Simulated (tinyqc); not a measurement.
Comparisons within one model: dielectric confinement in a thin film (image charges). A value that a table varies takes the place of the one given here.

A film |z| < t/2 of dielectric constant eps between half-spaces of dielectric constant e2; lam = (eps - e2)/(eps + e2), q = e^2/(4 pi eps0). The self-energy of a band edge is taken with the high-frequency value, e2 = eh, and the field of a fixed ion with the static one, e2 = eo. A charge at z has images lam^|n| at n t + (-1)^n z. Its self-energy is S(z) = (q/2 eps) sum over n >= 1 of lam^n [1/(n t - 2z) + 1/(n t + 2z)] for odd n and 2 lam^n/(n t) for even n; at the centre S(0) = -(q/(eps t)) ln(1 - lam).

Donor at the centre, lam from the static eo, trial function cos(pi z/t) exp(-rho/l): E(l) = c/(m l^2) - (q/eps) times the integral over k of F(k t) (1 + (k l/2)^2)^(-3/2), with F(x) = F0 + 2 lam exp(-x) G/(1 - lam exp(-x)), F0 = 2[(1 - exp(-x/2))/x + x (1 + exp(-x/2))/(x^2 + 4 pi^2)], G = 2 sinh(x/2)[1/x - x/(x^2 + 4 pi^2)]; c = hbar^2/2m0. The binding energy is -E at the minimum, counted from the subband edge with its self-energy.

Constants: e^2/(4 pi eps0) = 14.39964547 eV angstrom; hbar^2/2m0 = 3.80998211 eV angstrom^2; Ry = 13.60569312 eV.

Inputs chosen for the exercise (near those of a Si (100) film, two-fold valleys, between layers of a low-k oxide; shifted at random, so the results belong to these values and not to a real crystal):
- eps = 11.7 (dielectric constant of the film)
- eh = 2 (high-frequency dielectric constant outside)
- eo = 2.6 (static dielectric constant outside)
- m = 0.196 m0 (mass in the plane)
- mz = 0.88 m0 (mass across the film)
- ts = (12, 18, 26, 38, 55, 80, 120) angstrom (thicknesses)
- t = 58 angstrom (film thickness)

## Thinning the film

<S> is the mean over (2/t) cos^2(pi z/t); confinement c (pi/t)^2/mz; donor binding with and without images.

Results:
```
t (angstrom),<S> (meV),confinement (meV),"binding, no images (meV)",binding (meV),l (angstrom)
12,142.4,296.7,58.4,208.5,15.3
18,94.9,131.9,53.1,162.5,17.9
26,65.7,63.2,47.9,128.7,20.6
38,45.0,29.6,42.2,100.6,23.8
55,31.1,14.1,36.7,78.6,27.5
80,21.4,6.7,31.3,61.0,31.8
120,14.2,3.0,25.8,46.0,37.5
```

How do the results move?

Between 120 and 12 angstrom the binding goes from 46.0 to 208.5 meV; quantum confinement alone would take it from 25.8 to 58.4, so the images supply +20.3 and +150.1 meV. |<S>| goes as 1/t and exceeds the confinement energy beyond 25 angstrom. For t well above a* = 32 angstrom the separable trial function underbinds, which affects the last rows.

## Choice of the surrounding dielectric

The same film between different dielectrics; in this table one value e2 serves for both eo and eh.

Results:
```
case,lam,<S> (meV),binding (meV),l (angstrom)
e2 = 1,0.843,43.2,110.3,27.3
e2 = 2.5,0.648,25.2,77.2,28.0
e2 = 3.9,0.500,17.0,63.0,28.5
e2 = 7.5,0.219,6.3,45.4,29.5
e2 = 16,-0.155,-3.8,30.5,30.9
e2 = 25,-0.362,-8.3,24.4,31.8
e2 = 80,-0.745,-15.3,15.5,33.5
```

How do the results move?

The binding spans a factor 7.1, from 110 meV in vacuum to 15.5 meV for e2 = 80; going from 3.9 to 25 changes it by -38.7 meV and the band edge by -25.3 meV, so the binding responds 1.53 times as much as the edge (for an orbit much smaller than t the binding would change by twice the change of S(0), -42.5 meV; here l/t = 0.49 for e2 = 3.9).

## What each parameter does

<S> is the mean over (2/t) cos^2(pi z/t). Each row changes one parameter from the base and keeps the others.

Results:
```
case,lam from eh,<S> (meV),binding (meV),l (angstrom)
base,0.708,29.5,75.9,28.0
t = 68 angstrom,0.708,25.1,68.1,29.9
eps = 10.5,0.680,30.5,83.6,26.4
eo = 3.6,0.708,29.5,65.5,28.4
eh = 2.6,0.636,24.5,75.9,28.0
m = 0.235 m0,0.708,29.5,80.4,25.1
```

What does this show?

The largest shifts from the base row, up to three for each result and ties (the steps differ in size, so this ranks the rows, not the parameters). lam from eh: eh -0.072, eps -0.028; unchanged at the printed digits by t, eo and m. <S> (meV): eh -5.0, t -4.3, eps +1.0; unchanged at the printed digits by eo and m. binding (meV): eo -10.4, t -7.7, eps +7.7; unchanged at the printed digits by eh. l (angstrom): m -2.9, t +1.8, eps -1.7; unchanged at the printed digits by eh.

Program tinyqc; command `OMP_NUM_THREADS=1 python tinyqc.py 1251435 1251436 out.jsonl`; about 0.04 s on one thread of a shared Intel(R) Xeon(R) Processor @ 2.30GHz.
